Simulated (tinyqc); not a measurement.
## Step height from the transmission

Inverse problem. A single step up from edge 0 (mass mL) to edge U (mass mS) transmits T(E) = 4 vL vR/(vL + vR)^2 with v = k/m, k = sqrt(m (E - edge)/C), C = hbar^2/(2 m0). It is known that vR < vL. Find vR/vL and U.

Parameters, values chosen for the exercise: mass in the left lead mL = 0.067 m0; electron energy E = 0.289 eV; mass beyond the step mS = 0.089 m0.

T(E) = 0.91441080

Answer. The reflection amplitude is sqrt(1 - T(E)) = (1 - y)/(1 + y) with y = vR/vL < 1, and y^2 = (E - U) mL/(E mS).

vR/vL = 0.5473
U = 0.1740 eV

Program tinyqc, `OMP_NUM_THREADS=1 python tinyqc.py 2560125 2560126 out.jsonl`; Intel Xeon 2.30GHz, shared host, one thread, about 0.01 s.
